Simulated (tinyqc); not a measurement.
Inside a calculation: donors on two lattice sites with valley-orbit split states. Values are carried at full precision from step to step, so a last printed digit may differ when a step is redone from the rounded ones.

Each donor binds at most one electron, in any of its states. For a site s, W_s = sum over its states of g exp(E/kT), and the ionised share is 1/(1 + W_s exp(eta)), eta = (EF - Ec)/kT; n = Nc F_1/2(eta); neutrality n + NA = ND x (mean ionised share, the two sites in equal numbers); holes are neglected. Nc from N = 2 (m kB T/(4 pi c))^(3/2) with c = hbar^2/2m0, in 1/angstrom^3; times 1e24 for 1/cm^3, m = md. F_j(eta) = (1/Gamma(j + 1)) integral_0^infinity x^j dx/(1 + exp(x - eta)), which tends to exp(eta) for eta << 0.

Constants: hbar^2/2m0 = 3.80998211 eV angstrom^2; kB = 8.617333262e-05 eV/K.

Inputs chosen for the exercise (near those of nitrogen in 4H-SiC; the results hold for these values, not for the real material):
- md = 0.828 m0 (density-of-states mass of the conduction band)
- E = (63.4, 55.4, 124, 79.5) meV (binding energies of h ground, h excited, k ground, k excited)
- g = (2, 4, 2, 4) (their degeneracies with spin)
- T = 250 K
- ND = 2.1e+15 1/cm^3 (donors, half on each site)
- NA = 0 1/cm^3 (compensating acceptors, all ionised)
- mu0 = 42 cm^2/(V s) (mobility at heavy doping)
- mu1 = 952 cm^2/(V s) (mobility at light doping and 300 K)
- Nr = 1.9e+17 1/cm^3 (reference doping)
- de = 0.61 (doping exponent)
- ga = 2.4 (temperature exponent)

## Partition sums of the neutral donor

Give each term g exp(E/kT), W_s, and the effective degeneracy W_s exp(-E_ground/kT).

Nc = 1.4383e+19 1/cm^3

terms: h ground 37.94, h excited 52.34, k ground 632.1, k excited 160.2

W_s: h 90.287, k 792.28

effective degeneracy: h 4.759, k 2.507

The ground state alone would give 2 and all states together 6 on each site; here the excited states hold 58 % and 20 % of the bound electrons on the h and k sites.

## Neutrality

Solve for eta.

eta = -8.889
n = 1.98e+15 1/cm^3

ionised share: h 0.988, k 0.901

n is 0.945 of ND - NA. The deeper k site is ionised 0.91 times as much as the h site.

## Mobility and resistivity

Mobility (Caughey-Thomas form): mu = mu0 + (mu1 (T/300)^(-ga) - mu0)/(1 + ((ND + NA)/Nr)^de); rho = 1/(e n mu), e = 1.602176634e-19 C.

Compare with full ionisation, n = ND - NA.

mu = 1388.4 cm^2/(V s)
rho = 2.27 ohm cm
rho at full ionisation = 2.14 ohm cm

Incomplete ionisation raises rho by a factor 1.06.

## Checks

- n + NA against ND times the mean ionised share (1/cm^3): both 1.984e+15.

Computed by tinyqc, a small Python program: `OMP_NUM_THREADS=1 python tinyqc.py 1650909 1650910 out.jsonl` (the numbers bound the seed that draws the inputs); one thread of a shared host (Intel(R) Xeon(R) Processor @ 2.30GHz), about 0.01 s for the whole set of steps.
